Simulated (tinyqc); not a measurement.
Thermal displacements in the Debye model: Debye-Waller factors, bond-length spread and the Lindemann rule. From recoil-free fraction f back to Debye temperature Theta. Computed by tinyqc, a small Python program. Command: `OMP_NUM_THREADS=1 python tinyqc.py 3001371 3001372 out.jsonl debyewaller inv`. One thread of a shared host (Intel(R) Xeon(R) Processor @ 2.30GHz), about 0.01 s of CPU time with the checks.

A Debye spectrum with three branches of one velocity, cut at k_B Theta; 8 atoms per cube, nearest neighbours at d = 0.433013 a.

Inputs (values chosen for the exercise, modelled on silicon): atomic mass M = 28.09 u; temperature T = 77 K; gamma-ray energy E = 23.9 keV.

Structure: diamond.

Constants: hbar^2/u = 4.18015928e-03 eV angstrom^2; k_B = 8.617333262e-05 eV/K; e = 1.602176634e-19 C; u = 1.6605390666e-27 kg; c = 299792458 m/s; hbar = 6.582119569e-16 eV s.

Method:
- <u_x^2> = (3 hbar^2/(2 M k_B Theta)) int_0^1 s coth(s Theta/(2T)) ds (64 Gauss-Legendre points); it tends to 3 hbar^2/(4 M k_B Theta) at T = 0 and to 3 hbar^2 T/(M k_B Theta^2) at high T.
- B = 8 pi^2 <u_x^2>.
- A nucleus of this mass is supposed to emit a gamma ray of the energy chosen: recoil energy E_R = E^2/(2 M c^2), wave number k_g = E/(hbar c), recoil-free fraction f = exp(-k_g^2 <u_x^2>).

Question. A run gave the result below. Find the Debye temperature Theta, known to lie between 400 and 790 K.

recoil-free fraction f = 0.6486417

Answer.

Each step takes the trial c = (a f_b - b f_a)/(f_b - f_a), f being the result less the target and a, b, c the logarithms of the listed values; c replaces end b, the old b replaces a if the sign of f changed, and otherwise f_a is halved.

Scan of the range:
```
Debye temperature Theta (K)  recoil-free fraction f
400                                        0.555222
448                                        0.603190
502                                        0.646178
562                                        0.684072
630                                        0.718074
705                                        0.747783
790                                        0.774502
```

False position (Illinois rule, in the logarithm of the input) inside the bracket:
```
step    end a    end b    trial  recoil-free fraction f
1     502.000  562.000  505.699                0.648781
2     502.000  505.699  505.323                0.648518
3     505.699  505.323  505.500                0.648642
4     505.323  505.500  505.500                0.648642
```

Recoil-free fraction f rises at every point of a 13-point scan of the range (every second point is shown), so one value fits; it is bracketed by 502 and 562. Answer: Debye temperature Theta = 505.5 K.
